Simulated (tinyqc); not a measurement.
What moves the coefficients: Boltzmann transport in a parabolic band with a power-law relaxation time.

F_j(eta) = (1/Gamma(j + 1)) integral_0^infinity x^j dx/(1 + exp(x - eta)), which tends to exp(eta) for eta << 0.

n = N F_1/2(eta) with N = 2 (m kB T/(4 pi c))^(3/2) with c = hbar^2/2m0, in 1/angstrom^3; times 1e24 for 1/cm^3, m = md.

tau = tau0 x^r with x = E/kT. With K_j = Gamma(j + 1) F_j(eta): <tau> = tau0 (r + 3/2) K_(r+1/2)/((3/2) K_(1/2)); mu = <tau>/(mc m0/e), m0/e = 5.685630e-12 kg/C; Hall factor rH = (3/2) K_(1/2) (2r + 3/2) K_(2r+1/2)/((r + 3/2) K_(r+1/2))^2; Seebeck S = -(kB/e) [(r + 5/2) K_(r+3/2)/((r + 3/2) K_(r+1/2)) - eta]; Lorenz number L = (kB/e)^2 [(r + 7/2) K_(r+5/2)/((r + 3/2) K_(r+1/2)) - ((r + 5/2) K_(r+3/2)/((r + 3/2) K_(r+1/2)))^2]; kB/e in V/K. Valley anisotropy is left out of rH.

Constants: hbar^2/2m0 = 3.80998211 eV angstrom^2; kB = 8.617333262e-05 eV/K.

Parameters, chosen for this exercise (masses near those of Si; tau0 is set for a mobility of the usual size at this n, kL is a free input; freeze-out and phonon drag, which matter near 77 K, are left out; the results hold for these values, not for the real material):

| symbol | value | unit | meaning |
|---|---|---|---|
| md | 1.055 | m0 | density-of-states mass |
| mc | 0.2569 | m0 | conductivity mass |
| tau0 | 6.7 | fs | tau at E = kT |
| r | 1.5 |  | exponent of tau |
| T | 300 | K |  |
| kL | 33 | W/(m K) | lattice thermal conductivity |
| n | 2.1e+18 | 1/cm^3 | electron density |

sigma = e n mu with e = 1.602176634e-19 C; ZT = S^2 sigma T/(kL + L sigma T).

Results for these values:

| case | mu (cm^2/(V s)) | sigma (S/cm) | S (microvolt/K) | ZT |
|---|---|---|---|---|
| base | 210.7 | 70.89 | -564.7 | 0.0205 |

What happens to each result for n = 4.2e+18 1/cm^3, all else kept?

Answer: mu rises from 210.7 to 214.4; sigma rises from 70.89 to 144.3; S rises from -564.7 to -504.3; ZT rises from 0.0205 to 0.0332.

The same for each parameter in turn:

| case | mu (cm^2/(V s)) | sigma (S/cm) | S (microvolt/K) | ZT |
|---|---|---|---|---|
| base | 210.7 | 70.89 | -564.7 | 0.0205 |
| md = 1.371 m0 | 209.5 | 70.49 | -598.8 | 0.0229 |
| mc = 0.334 m0 | 162.1 | 54.53 | -564.7 | 0.0158 |
| n = 4.2e+18 1/cm^3 | 214.4 | 144.3 | -504.3 | 0.0332 |
| tau0 = 10.05 fs | 316.0 | 106.3 | -564.7 | 0.0307 |
| kL = 16.5 W/(m K) | 210.7 | 70.89 | -564.7 | 0.0409 |
| T = 350 K | 209.9 | 70.64 | -584.8 | 0.0256 |

The row for T keeps tau0 fixed; for phonon scattering tau0 itself falls as T rises.

tinyqc: `OMP_NUM_THREADS=1 python tinyqc.py 1650702 1650703 out.jsonl`; about 0.01 s, one thread, shared Intel(R) Xeon(R) Processor @ 2.30GHz.
